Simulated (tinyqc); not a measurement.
Inside a calculation: Bethe-Salpeter matrix of a two-band chain (Tamm-Dancoff form). Values are carried at full precision from step to step, so a last printed digit may differ when a step is redone from the rounded ones.

One valence and one conduction band, lattice period 1, mesh k = 2 pi j/N. Pair energies D(k) = Eg + 2 t sum(1 - cos k), t = tc + tv. Screened attraction W(R) = U at R = 0 and V/|R| otherwise, R over the N cells with the nearest image; W(q) = sum_R W(R) cos(q R). H(k, k') = D(k) delta - W(k - k')/Nk + 2 J/Nk for singlets (J = 0 for triplets), Nk the number of k points. With a constant transition dipole the strength of a state is f = (sum_k A_k)^2/Nk, and the f sum to 1.

Parameters, chosen for this exercise: Eg = 4.2 eV (quasiparticle gap); tc = 0.84 eV (conduction hopping); tv = 0.62 eV (valence hopping); U = 1.37 eV (attraction in the same cell); V = 0 eV (attraction at one cell distance); J = 0.19 eV (exchange in the same cell); N = 7 (k points along each axis).

## Pair energies and the kernel

List D(k), W(R) and W(q) on the mesh.

Mesh values (eV):
```
index j  D(k_j)  W(R = j)  W(q_j)
j0       4.2000    1.3700  1.3700
j1       5.2994    0.0000  1.3700
j2       7.7698    0.0000  1.3700
j3       9.7508    0.0000  1.3700
j4       9.7508    0.0000  1.3700
j5       7.7698    0.0000  1.3700
j6       5.2994    0.0000  1.3700
```

## The singlet matrix

Fill in H.

H (eV), rows j0, j1, j2, j3, j4, j5, j6 and columns alike:
```
[[4.0586, -0.1414, -0.1414, -0.1414, -0.1414, -0.1414, -0.1414],
 [-0.1414, 5.1580, -0.1414, -0.1414, -0.1414, -0.1414, -0.1414],
 [-0.1414, -0.1414, 7.6283, -0.1414, -0.1414, -0.1414, -0.1414],
 [-0.1414, -0.1414, -0.1414, 9.6094, -0.1414, -0.1414, -0.1414],
 [-0.1414, -0.1414, -0.1414, -0.1414, 9.6094, -0.1414, -0.1414],
 [-0.1414, -0.1414, -0.1414, -0.1414, -0.1414, 7.6283, -0.1414],
 [-0.1414, -0.1414, -0.1414, -0.1414, -0.1414, -0.1414, 5.1580]]
```

## Exciton levels and strengths

Diagonalise. For the lowest state give the amplitudes A_k (norm 1, largest positive) and f = (sum_k A_k)^2/Nk, Nk the size of the matrix.

levels (eV): [3.9860, 5.0193, 5.2994, 7.4993, 7.7698, 9.5254, 9.7508]

amplitudes of the lowest state: j0 0.970, j1 0.158, j2 0.055, j3 0.036, j4 0.036, j5 0.055, j6 0.158

f of the lowest state = 0.308

The lowest state lies 0.2140 eV below the gap Eg = 4.2 eV and holds 31 % of the strength, against 14 % for one free pair. On a fine mesh the triplet and singlet bindings are 0.3054 and 0.1633 eV.

## Spectrum with and without the kernel

Distinct levels with their degeneracy and summed f, for singlets, beside the sorted triplet levels and free pairs.

Singlets:
```
E (eV)  degeneracy       f
3.9860           1  0.3080
5.0193           1  0.2612
5.2994           1  0.0000
7.4993           1  0.2529
7.7698           1  0.0000
9.5254           1  0.1779
9.7508           1  0.0000
```

triplet levels (eV): [3.8525, 4.9268, 5.2994, 7.4072, 7.7698, 9.4635, 9.7508]

free pairs (eV): [4.2000, 5.2994, 5.2994, 7.7698, 7.7698, 9.7508, 9.7508]

3 of the 7 singlets are dark; those whose amplitude vanishes at R = 0 also feel neither U nor J. The lowest singlet lies 0.1335 eV above the lowest triplet; first order gives 2 J f = 0.1504 eV with the f of the triplet envelope. The centre of the spectrum, sum f E = 6.1300 eV, equals mean D - U + 2J = 6.1300 eV.

## Checks

- Levels from the matrix in the electron-hole distance R against those in k: they agree to 1e-10 or better.
- Triplet binding on 200 points against the formula sqrt(4 t^2 + U^2) - 2t, eV: both 0.3054.

tinyqc: `OMP_NUM_THREADS=1 python tinyqc.py 1282192 1282193 out.jsonl`; about 0.3 s, one thread, shared Intel(R) Xeon(R) Processor @ 2.30GHz.
